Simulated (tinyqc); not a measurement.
Complex band structure along [001] in sp3s* tight binding, step by step. Values are carried at full precision from step to step, so a last printed digit may differ when a step is redone from the rounded ones.

For k = (0, 0, kz) the phase sums are g0 = cos(phi) and g3 = i sin(phi), phi = kz a/4, and the s, pz, s* orbitals of anion (a) and cation (c) decouple from px, py. With z = exp(i phi), H(z) = H0 + z T + T^T/z for any complex z. H0 is diagonal (Esa, Epa, Exa, Esc, Epc, Exc). The anion-cation block is B(z) = z U + W/z and the cation-anion block z W^T + U^T/z, where U has Vss/2 (s,s), Vsapc/2 (s,z), -Vscpa/2 (z,s), Vxx/2 (z,z), Vxapc/2 (s*,z), -Vpaxc/2 (z,s*), and W has the same values with the s-z and s*-z signs reversed. |z| = 1 is a band state, |z| < 1 decays along [001] as exp(-kappa d) over a distance d, kappa = -(4/a) ln|z|. No spin-orbit coupling.

Inputs chosen for the exercise (out of a larger set: near a published set for AlAs, fitted to gaps, whose masses and valley positions are rough (light masses up to twice too heavy); not measured data):
- p = (-7.579, 0.974, -1.151, 3.567, 7.55, 6.71, -6.605, 1.871, 4.311, 5.08, 5.53, 4.529, 4.994) eV (order Esa, Epa, Esc, Epc, Exa, Exc, Vss, Vxx, Vxy, Vsapc, Vscpa, Vxapc, Vpaxc)
- dE = 0.52 eV (E - Ev)
- a = 5.659 angstrom (lattice constant)

## The layer matrices

Parameters in the order Esa, Epa, Esc, Epc, Exa, Exc, Vss, Vxx, Vxy, Vsapc, Vscpa, Vxapc, Vpaxc. Form H0 and T.

diagonal of H0 (eV): sa -7.5790, za 0.9740, s*a 7.5500, sc -1.1510, zc 3.5670, s*c 6.7100

T (eV):
```
          sa      za      s*a       sc      zc      s*c
sa    0.0000  0.0000   0.0000  -3.3025  2.5400   0.0000
za    0.0000  0.0000   0.0000  -2.7650  0.9355  -2.4970
s*a   0.0000  0.0000   0.0000   0.0000  2.2645   0.0000
sc   -3.3025  2.7650   0.0000   0.0000  0.0000   0.0000
zc   -2.5400  0.9355  -2.2645   0.0000  0.0000   0.0000
s*c   0.0000  2.4970   0.0000   0.0000  0.0000   0.0000
```

## Edges at Gamma

At z = 1 the levels follow from the blocks [[Esa, Vss], [Vss, Esc]] and [[Epa, Vxx], [Vxx, Epc]]: Ev is the lower p root, and the direct gap ends at the lower of the upper roots.

Ev = -0.0058 eV
EG (direct gap) = 2.9863 eV

## Complex wave vectors at one energy in the gap

Solve det(H0 - E + z T + T^T/z) = 0 with E = Ev + dE, as the linear problem [[0, 1], [-T^T, E - H0]] x = z [[1, 0], [0, T]] x. Roots come as z, -z, 1/z and conjugates; list those with 0 < |z| < 1 and Re z, Im z >= 0, by falling |z|. Re kz = arg(z)/(pi/2) in units of 2 pi/a, kappa = -(4/a) ln|z|.

Decaying roots:
```
Re z      Im z     |z|  Re kz (2 pi/a)  kappa (1/angstrom)
0.8275  0.0000  0.8275          0.0000              0.1339
0.1542  0.3874  0.4170          0.7588              0.6183
```

The slowest root has kappa = 0.1339 1/angstrom at Re kz = 0.000: a purely imaginary k at Gamma. The probability falls by exp(-2 kappa d), a factor 14.5 over 1 nm.

## The px, py block

For px and py the determinant gives (E - Epa)(E - Epc) = Vxx^2 cos^2(phi) + Vxy^2 sin^2(phi). With phi = i kappa a/4 this is sinh^2(kappa a/4) = ((E - Epa)(E - Epc) - Vxx^2)/(Vxx^2 - Vxy^2), E = Ev + dE. Parameters in the order Esa, Epa, Esc, Epc, Exa, Exc, Vss, Vxx, Vxy, Vsapc, Vscpa, Vxapc, Vpaxc.

sinh^2(kappa a/4) = 0.13902
kappa of the heavy-hole branch = 0.2578 1/angstrom

This branch decays faster than the slowest root of the s-pz block (0.1339), by a factor 1.93 in kappa.

## Checks

- Largest distance of a level of the 6 x 6 block at kz = 0.37 (2 pi/a) from a level of the full matrix, against zero (eV): both 0.000000.

Run: tinyqc, `OMP_NUM_THREADS=1 python tinyqc.py 1450721 1450722 out.jsonl`; Intel(R) Xeon(R) Processor @ 2.30GHz, one thread, shared host; about 0.01 s of CPU time with all checks.
